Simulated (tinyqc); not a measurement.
What each parameter does: k.p values derived from sp3s* tight binding at Gamma.

At Gamma the states are two-level mixtures: s-like S+ (upper) and S- (lower) from [[Esa, Vss], [Vss, Esc]], p-like P- (valence) and P+ from [[Epa, Vxx], [Vxx, Epc]], and the bare s* levels. With real k in 1/angstrom and kz = 0, the phase sums over the four bonds are g0 = 1 - (a k/4)^2/2, g1 = i a kx/4, g3 = -(a/4)^2 kx ky to second order. Each mixture is written (anion, cation) with the anion part positive. c = hbar^2/2m0. No spin-orbit coupling.

Recipe: P = (a/4)(sa pc Vsapc + sc pa Vscpa) between an s and a p state ((a/4) pc Vxapc and (a/4) pa Vpaxc for s*), Ep = P^2/c for S+ to P-; m0/m = [-(a/4)^2 sa sc Vss + sum P^2/(E(S+) - E(P))]/c; L = d0 + F, M = d0 + H1, N = dN + F + H1 with d0 = -(a/4)^2 pa pc Vxx, dN = -2 (a/4)^2 pa pc Vxy, F = sum P^2/(E(P-) - E(s)) over the four s-like states, H1 = Q^2/(E(P-) - E(P+)), Q = (a/4) Vxy (pa p'c - pc p'a); g1 = -(L + 2M)/(3c), g2 = -(L - M)/(6c), g3 = -N/(6c).

Constants: hbar^2/2m0 = 3.80998211 eV angstrom^2.

Parameters, chosen for this exercise (near a published set for Ge, fitted to gaps, whose masses and valley positions are rough; not measured data): a = 5.655 angstrom (lattice constant); Esa = -5.858 eV (s level of the anion); Epa = 1.608 eV (p level of the anion); Esc = -5.858 eV (s level of the cation); Epc = 1.608 eV (p level of the cation); Exa = 6.413 eV (s* level of the anion); Exc = 6.413 eV (s* level of the cation); Vss = -6.78 eV (s-s); Vxx = 1.611 eV (px-px); Vxy = 4.904 eV (px-py); Vsapc = 5.483 eV (s anion, p cation); Vscpa = 5.483 eV (s cation, p anion); Vxapc = 5.211 eV (s* anion, p cation); Vpaxc = 5.211 eV (p anion, s* cation).

The recipe applied anew.

Results for these values:
```
case  EG (eV)  Ep (eV)  m (m0)     g1     g2     g3
base   0.9250   15.771  0.0655  8.611  2.559  3.435
```

What happens to each result for Esc = -6.008 eV, all else kept?

Answer: EG falls from 0.9250 to 0.8504; Ep does not change at the printed digits; m falls from 0.0655 to 0.0596; g1 rises from 8.611 to 9.109; g2 rises from 2.559 to 2.808; g3 rises from 3.435 to 3.685.

The same for each parameter in turn:
```
case              EG (eV)  Ep (eV)  m (m0)      g1     g2     g3
base               0.9250   15.771  0.0655   8.611  2.559  3.435
Vxx = 1.461 eV     0.7750   15.771  0.0538  10.036  3.051  4.061
Exc = 6.263 eV     0.9250   15.771  0.0655   8.620  2.563  3.440
Exa = 6.563 eV     0.9250   15.771  0.0655   8.603  2.555  3.431
Esc = -6.008 eV    0.8504   15.771  0.0596   9.109  2.808  3.685
Esa = -5.708 eV    1.0004   15.771  0.0715   8.183  2.345  3.221
Vxapc = 5.361 eV   0.9250   15.771  0.0655   8.633  2.570  3.446
Vscpa = 5.333 eV   0.9250   15.342  0.0675   8.457  2.482  3.358
```

Exc, Exa and Vxapc act through the s* states, which enter F alone and leave EG, Ep and m.

Computed by tinyqc, a small Python program: `OMP_NUM_THREADS=1 python tinyqc.py 1450022 1450023 out.jsonl` (the numbers bound the seed that draws the inputs); one thread of a shared host (Intel(R) Xeon(R) Processor @ 2.30GHz), about 0.01 s for the whole set of steps.
